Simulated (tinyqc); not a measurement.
Inside a calculation (part 2 of 2). Method: RHF in the sto-3g basis, for H6, spin multiplicity 1. Computed by tinyqc, a small Python program that keeps every step (integrals from PySCF). Command: `OMP_NUM_THREADS=1 python tinyqc.py 26880 26881 out.jsonl` (the two numbers bound the seeds that draw the settings). One thread of a shared host (Intel(R) Xeon(R) Processor @ 2.60GHz), about 0.09 s of CPU time with the checks.

Geometry (angstrom):
```
atom         x         y         z
H     0.000000  0.000000  0.000000
H     0.000000  0.000000  1.041000
H     0.000000  0.000000  2.261000
H     0.000000  0.000000  3.301000
H     0.000000  0.000000  4.522000
H     0.000000  0.000000  5.562000
```

## Iteration 4: building the Fock matrix

D after iteration 3:
```
           1H 1s      2H 1s      3H 1s      4H 1s      5H 1s      6H 1s
1H 1s   0.682146   0.639947  -0.126394  -0.324692   0.040909   0.194951
2H 1s   0.639947   0.685291   0.115358  -0.128334  -0.051297   0.040982
3H 1s  -0.126394   0.115358   0.695010   0.614725  -0.127992  -0.324001
4H 1s  -0.324692  -0.128334   0.614725   0.695313   0.115089  -0.126414
5H 1s   0.040909  -0.051297  -0.127992   0.115089   0.685016   0.639830
6H 1s   0.194951   0.040982  -0.324001  -0.126414   0.639830   0.681979
```

core Hamiltonian H = T + V (hartree):
```
           1H 1s      2H 1s      3H 1s      4H 1s      5H 1s      6H 1s
1H 1s  -1.568118  -0.993957  -0.181509  -0.025014  -0.001321  -0.000062
2H 1s  -0.993957  -1.892985  -0.866834  -0.190523  -0.017173  -0.001325
3H 1s  -0.181509  -0.866834  -2.018571  -1.119540  -0.190180  -0.025013
4H 1s  -0.025014  -0.190523  -1.119540  -2.018346  -0.865630  -0.181512
5H 1s  -0.001321  -0.017173  -0.190180  -0.865630  -1.892951  -0.995223
6H 1s  -0.000062  -0.001325  -0.025013  -0.181512  -0.995223  -1.568568
```

nuclear repulsion = 4.13126658 hartree

Given earlier and not repeated: Two-electron integrals (ij|kl) in chemists' order.

J_ij = sum D_kl (ij|kl), K_ij = sum D_kl (ik|jl); F = H + J - 0.5 K; E = tr D H + tr D J / 2 - 0.25 tr D K + E_nn.

Coulomb J (hartree):
```
          1H 1s     2H 1s     3H 1s     4H 1s     5H 1s     6H 1s
1H 1s  1.831189  0.929957  0.151227  0.018822  0.000872  0.000036
2H 1s  0.929957  2.146241  0.797912  0.160220  0.012785  0.000874
3H 1s  0.151227  0.797912  2.271939  1.055080  0.159924  0.018821
4H 1s  0.018822  0.160220  1.055080  2.271817  0.796760  0.151231
5H 1s  0.000872  0.012785  0.159924  0.796760  2.146195  0.931228
6H 1s  0.000036  0.000874  0.018821  0.151231  0.931228  1.831634
```

exchange K (hartree):
```
           1H 1s      2H 1s      3H 1s      4H 1s      5H 1s      6H 1s
1H 1s   0.993315   0.786064   0.152033  -0.019565  -0.004892   0.014817
2H 1s   0.786064   1.094055   0.477477   0.144112   0.007763  -0.004886
3H 1s   0.152033   0.477477   1.084489   0.777118   0.143848  -0.019472
4H 1s  -0.019565   0.144112   0.777118   1.084342   0.476708   0.151971
5H 1s  -0.004892   0.007763   0.143848   0.476708   1.094222   0.786906
6H 1s   0.014817  -0.004886  -0.019472   0.151971   0.786906   0.993903
```

Fock matrix F (hartree):
```
           1H 1s      2H 1s      3H 1s      4H 1s      5H 1s      6H 1s
1H 1s  -0.233586  -0.457032  -0.106299   0.003591   0.001997  -0.007435
2H 1s  -0.457032  -0.293771  -0.307661  -0.102358  -0.008270   0.001992
3H 1s  -0.106299  -0.307661  -0.288876  -0.453018  -0.102181   0.003545
4H 1s   0.003591  -0.102358  -0.453018  -0.288700  -0.307224  -0.106266
5H 1s   0.001997  -0.008270  -0.102181  -0.307224  -0.293866  -0.457448
6H 1s  -0.007435   0.001992   0.003545  -0.106266  -0.457448  -0.233885
```

total energy of this density = -3.13366315 hartree

## Iteration 4: DIIS over 2 matrices

error matrix X^T (FDS - SDF) X:
```
           1          2          3          4          5          6
1   0.000000  -0.020968  -0.022341   0.011170   0.017165  -0.000011
2   0.020968   0.000000  -0.004691   0.018746  -0.000003  -0.017163
3   0.022341   0.004691   0.000000  -0.000019  -0.018707  -0.011108
4  -0.011170  -0.018746   0.000019   0.000000   0.004683   0.022308
5  -0.017165   0.000003   0.018707  -0.004683   0.000000   0.020900
6   0.000011   0.017163   0.011108  -0.022308  -0.020900   0.000000
```

B (overlaps of the stored error matrices):
```
               1              2
1  1.6721422e-02  1.0643026e-02
2  1.0643026e-02  6.9117843e-03
```

Minimise |sum c_i e_i|^2 with sum c_i = 1: solve [B -1; -1 0][c; lambda] = [0; -1] with B_ij = tr e_i^T e_j, and take F = sum c_i F_i.

DIIS coefficients: -1.589687  2.589687

extrapolated F (hartree):
```
           1H 1s      2H 1s      3H 1s      4H 1s      5H 1s      6H 1s
1H 1s  -0.234477  -0.459594  -0.105824   0.002399   0.002373  -0.005946
2H 1s  -0.459594  -0.295223  -0.306116  -0.104809  -0.009662   0.002369
3H 1s  -0.105824  -0.306116  -0.300386  -0.461882  -0.104623   0.002356
4H 1s   0.002399  -0.104809  -0.461882  -0.300209  -0.305684  -0.105796
5H 1s   0.002373  -0.009662  -0.104623  -0.305684  -0.295349  -0.460019
6H 1s  -0.005946   0.002369   0.002356  -0.105796  -0.460019  -0.234808
```

## Iteration 4: diagonalisation and new density

X:
```
           1H 1s      2H 1s      3H 1s      4H 1s      5H 1s      6H 1s
1H 1s   1.105016  -0.293920   0.045202  -0.008667   0.001251  -0.000248
2H 1s  -0.293920   1.179117  -0.249573   0.047851  -0.006541   0.001254
3H 1s   0.045202  -0.249573   1.184402  -0.312955   0.047815  -0.008677
4H 1s  -0.008667   0.047851  -0.312955   1.184198  -0.249242   0.045205
5H 1s   0.001251  -0.006541   0.047815  -0.249242   1.179228  -0.294359
6H 1s  -0.000248   0.001254  -0.008677   0.045205  -0.294359   1.105313
```

overlap S:
```
          1H 1s     2H 1s     3H 1s     4H 1s     5H 1s     6H 1s
1H 1s  1.000000  0.472658  0.076479  0.009476  0.000437  0.000018
2H 1s  0.472658  1.000000  0.377069  0.076614  0.006280  0.000439
3H 1s  0.076479  0.377069  1.000000  0.473231  0.076479  0.009476
4H 1s  0.009476  0.076614  0.473231  1.000000  0.376576  0.076479
5H 1s  0.000437  0.006280  0.076479  0.376576  1.000000  0.473231
6H 1s  0.000018  0.000439  0.009476  0.076479  0.473231  1.000000
```

A level shift of 1 hartree raises the virtual space: F + shift (S - S D(s) S), with D(s) the density of one spin (D/2). Diagonalise F' = X^T F X, C = X C', fill 3 alpha and 3 beta electrons from the bottom; D = 2 C_occ C_occ^T. Each column has its largest component positive (the first on a tie).

F' = X^T F X (hartree):
```
           1          2          3          4          5          6
1   0.492206  -0.928289   0.052295   0.167888   0.000337  -0.102508
2  -0.928289   0.526661  -0.488159   0.063565   0.024751   0.000327
3   0.052295  -0.488159   0.529799  -0.917107   0.063514   0.167469
4   0.167888   0.063565  -0.917107   0.529603  -0.487412   0.052328
5   0.000337   0.024751   0.063514  -0.487412   0.526751  -0.928887
6  -0.102508   0.000327   0.167469   0.052328  -0.928887   0.492299
```

orbital energies (hartree): MO1 -0.602926, MO2 -0.502170, MO3 -0.358027, MO4 1.232178, MO5 1.514750, MO6 1.813515

coefficients C:
```
            MO1        MO2        MO3        MO4        MO5        MO6
1H 1s  0.186590  -0.358360   0.427650   0.585664  -0.660066   0.429835
2H 1s  0.287524  -0.424299   0.275951  -0.333283   0.769173  -0.706946
3H 1s  0.385119  -0.130095  -0.425862  -0.557508  -0.266764   0.915895
4H 1s  0.384949   0.129110  -0.426455   0.558206  -0.265181  -0.915511
5H 1s  0.287490   0.424859   0.274900   0.332214   0.769942   0.706948
6H 1s  0.186811   0.359312   0.426622  -0.584414  -0.661564  -0.430428
```

D after iteration 4:
```
           1H 1s      2H 1s      3H 1s      4H 1s      5H 1s      6H 1s
1H 1s   0.692244   0.647423  -0.127279  -0.313627   0.037902   0.177078
2H 1s   0.647423   0.677698   0.096826  -0.123559  -0.043495   0.037968
3H 1s  -0.127279   0.096826   0.693200   0.626131  -0.123247  -0.312966
4H 1s  -0.313627  -0.123559   0.626131   0.693438   0.096581  -0.127263
5H 1s   0.037902  -0.043495  -0.123247   0.096581   0.677451   0.647283
6H 1s   0.177078   0.037968  -0.312966  -0.127263   0.647283   0.692020
```

## Iteration 21 (converged): orbitals

converged F (hartree):
```
           1H 1s      2H 1s      3H 1s      4H 1s      5H 1s      6H 1s
1H 1s  -0.234624  -0.459969  -0.105336   0.001883   0.002084  -0.005395
2H 1s  -0.459969  -0.293991  -0.303047  -0.104249  -0.010237   0.002080
3H 1s  -0.105336  -0.303047  -0.297325  -0.461667  -0.104064   0.001842
4H 1s   0.001883  -0.104249  -0.461667  -0.297148  -0.302621  -0.105308
5H 1s   0.002084  -0.010237  -0.104064  -0.302621  -0.294127  -0.460396
6H 1s  -0.005395   0.002080   0.001842  -0.105308  -0.460396  -0.234955
```

Diagonalise F' = X^T F X, C = X C', fill 3 alpha and 3 beta electrons from the bottom; D = 2 C_occ C_occ^T. Each column has its largest component positive (the first on a tie).

F' = X^T F X (hartree):
```
           1          2          3          4          5          6
1  -0.016400  -0.464805   0.054750   0.007515   0.002714  -0.007170
2  -0.464805   0.032731  -0.302648   0.058348  -0.007767   0.002719
3   0.054750  -0.302648   0.035801  -0.481488   0.058317   0.007448
4   0.007515   0.058348  -0.481488   0.035679  -0.302212   0.054751
5   0.002714  -0.007767   0.058317  -0.302212   0.032777  -0.465281
6  -0.007170   0.002719   0.007448   0.054751  -0.465281  -0.016241
```

orbital energies (hartree): MO1 -0.600435, MO2 -0.501884, MO3 -0.358687, MO4 0.235436, MO5 0.514872, MO6 0.815045

coefficients C:
```
            MO1        MO2        MO3        MO4        MO5        MO6
1H 1s  0.192482  -0.373858  -0.420659   0.576117  -0.662877   0.429511
2H 1s  0.284418  -0.416550  -0.281639  -0.347129   0.768248  -0.704908
3H 1s  0.384539  -0.111365   0.430220  -0.558759  -0.260586   0.917585
4H 1s  0.384387   0.110321   0.430702   0.559472  -0.259008  -0.917209
5H 1s  0.284423   0.417129  -0.280611   0.346019   0.769039   0.704906
6H 1s  0.192708   0.374766  -0.419543  -0.574899  -0.664377  -0.430089
```

D after iteration 21:
```
           1H 1s      2H 1s      3H 1s      4H 1s      5H 1s      6H 1s
1H 1s   0.707547   0.657900  -0.130648  -0.296871   0.033682   0.146937
2H 1s   0.657900   0.667456   0.069185  -0.115861  -0.027658   0.033722
3H 1s  -0.130648   0.069185   0.690725   0.641646  -0.115613  -0.296256
4H 1s  -0.296871  -0.115861   0.641646   0.690857   0.068973  -0.130558
5H 1s   0.033682  -0.027658  -0.115613   0.068973   0.667270   0.657730
6H 1s   0.146937   0.033722  -0.296256  -0.130558   0.657730   0.707205
```

## Convergence

Stop when the energy changes by less than 1e-10 hartree and every element of the error matrix X^T (F D S - S D F) X is below 3e-06.

Course of the cycle:
```
iteration  E (hartree)     change  largest element of the error matrix
1          -3.09141145          -                             1.33e-01
2          -3.11969530  -2.83e-02                             7.23e-02
3          -3.12976815  -1.01e-02                             3.89e-02
4          -3.13366315  -3.89e-03                             2.23e-02
5          -3.13553754  -1.87e-03                             1.34e-02
6          -3.13627481  -7.37e-04                             7.28e-03
7          -3.13651470  -2.40e-04                             4.49e-03
8          -3.13659149  -7.68e-05                             2.65e-03
9          -3.13661676  -2.53e-05                             1.54e-03
10         -3.13662505  -8.29e-06                             8.94e-04
11         -3.13662777  -2.72e-06                             5.17e-04
12         -3.13662867  -9.00e-07                             2.98e-04
13         -3.13662897  -2.98e-07                             1.71e-04
14         -3.13662907  -9.85e-08                             9.98e-05
15         -3.13662910  -3.26e-08                             5.81e-05
16         -3.13662911  -1.08e-08                             3.38e-05
17         -3.13662911  -3.59e-09                             1.97e-05
18         -3.13662911  -1.19e-09                             1.14e-05
19         -3.13662911  -3.95e-10                             6.65e-06
20         -3.13662912  -1.31e-10                             3.86e-06
21         -3.13662912  -4.34e-11                             2.24e-06
```

PySCF RHF in the same basis = -3.13662912 hartree

Converged in 21 iterations.

## Populations, bond orders and dipole

Mulliken: Z minus the diagonal of D S on the atom; Loewdin: the same with S^(1/2) D S^(1/2); Mayer order: 2 sum_s sum (D(s) S)_ij (D(s) S)_ji over the two atoms.

Charges (e):
```
atom   Mulliken    Loewdin
1H    -0.005721  -0.013409
2H     0.004531   0.012003
3H     0.001182   0.001419
4H     0.001197   0.001381
5H     0.004499   0.011973
6H    -0.005688  -0.013366
```

Mayer bond orders:
```
pair      order
2-1    0.899938
3-1   -0.001369
3-2    0.099457
4-1    0.082186
4-2   -0.001312
4-3    0.821391
5-1   -0.000180
5-2    0.002076
5-3   -0.001310
5-4    0.099100
6-1    0.019393
6-2   -0.000180
6-3    0.081828
6-4   -0.001367
6-5    0.900293
```

dipole moment about the origin, x y z (debye): 0.000000  0.000000  0.000226
